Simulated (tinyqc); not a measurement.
Single-band model of a thermoelectric material: one step, computed by the program tinyqc. Command: `OMP_NUM_THREADS=1 python tinyqc.py 3010071 3010072 out.jsonl thermo walk`. One thread of a shared host (Intel(R) Xeon(R) Processor @ 2.30GHz), about 0.01 s of CPU time with the checks.

One spherical band, one scattering law, no minority carriers and no phonon drag. In a real material minority carriers limit |S| to about E_g/(2 e T), so larger values are formal. eta = E_F/(k_B T) is counted from the band edge; f = 1/(1 + exp(x - eta)).

Task: Transport integrals. With x = E/(k_B T), a = alpha k_B T (0 for a parabolic band), G = x (1 + a x), D = 1 + 2 a x and <y> = int y f (1 - f) dx, f = 1/(1 + exp(x - eta)): tau = tau_0 G^r/D; transport function s = G^(3/2 + r)/D^2; n = N_0 <G^(3/2)> with N_0 = (2 m k_B T)^(3/2)/(3 pi^2 hbar^3). Integrals over x = E/(k_B T) use 160 Gauss-Legendre points in u = sqrt(x) from 0 to sqrt(max(eta, 0) + 32).

Inputs (values chosen for the exercise, for a model material): temperature T = 450 K.

Band: parabolic. Scattering: constant relaxation time, r = 0.

reduced Fermi level eta = -2.709233

Constants: k_B = 8.617333262e-05 eV/K.

Give: <s>; <x s>; <x^2 s>; <G^(3/2)>; <G^(3/2 + 2r)/D^4>.

Result:

<s> = 0.08651

<x s> = 0.2188

<x^2 s> = 0.7700

<G^(3/2)> = 0.08651

<G^(3/2 + 2r)/D^4> = 0.08651
